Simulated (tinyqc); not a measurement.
Area and perimeter leakage from two diodes.

Question. A square diode and a finger diode leak I = JA area + JP perimeter. Find JA, JP and the side of the square at which both parts are equal.

areas (um^2): [90000, 46000]
perimeters (um): [1200, 18860]
leakage currents (pA): [8.73, 135.83800]

Answer. Two linear equations give JA and JP; for a square of side a, JA a^2 = 4 JP a at a = 4 JP/JA.

JA = 1.000e-10 A/cm^2
JP = 7.200e-11 A/cm
side for equal parts = 2.880e4 um

Numbers from tinyqc (`OMP_NUM_THREADS=1 python tinyqc.py 2290142 2290143 out.jsonl`; about 0.01 s on one thread of a shared Intel Xeon 2.30GHz).
